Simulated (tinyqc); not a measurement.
Electromigration in a confined line: Blech product, Korhonen stress evolution and Black's law: one step, computed by the program tinyqc. Command: `OMP_NUM_THREADS=1 python tinyqc.py 3023847 3023848 out.jsonl emigr walk`. One thread of a shared host (Intel(R) Xeon(R) Processor @ 2.30GHz), about 0.01 s of CPU time with the checks.

The electron wind pushes atoms from the cathode (x = 0) to the anode (x = L); blocking ends build a back stress (tension positive). The input rho is taken not to change with temperature. d sigma/dt = d/dx [kappa (d sigma/dx + G)], with zero flux at both ends and sigma = sigma_0 at t = 0.

Problem. Stress along the line. sigma(x, t) = sigma_0 + G L [1/2 - x/L - 4 sum_(m odd) cos(m pi x/L) exp(-m^2 pi^2 s)/(m pi)^2], s = t/tau, summed to m = 399. Steady state: sigma_0 + G L (1/2 - x/L). Take x/L = 0, 0.1, 0.2, 0.3, 0.4, 0.6, 0.8 and 1.

Inputs (values chosen for the exercise, close to those used for ruthenium lines):

| quantity | value | unit |
|---|---|---|
| critical stress sigma_c | 650 | MPa |
| initial stress sigma_0 | 180 | MPa |
| line length L | 11 | um |
| test temperature T | 320 | C |
| time as a fraction of L^2/kappa, s | 0.078 | - |

Start: thermal stress.

stress gradient G = 163.2418 MPa/um

Give: Stress (MPa).

Solution.

Stress (MPa):

| x/L | at time s | steady state |
|---|---|---|
| 0.0 | 740.7 | 1078 |
| 0.1 | 577.7 | 898 |
| 0.2 | 446.1 | 719 |
| 0.3 | 341.1 | 539 |
| 0.4 | 255.5 | 360 |
| 0.6 | 104.5 | 0 |
| 0.8 | -86.1 | -359 |
| 1.0 | -380.7 | -718 |

Caution: stresses above sigma_c are formal, since a void forms first.
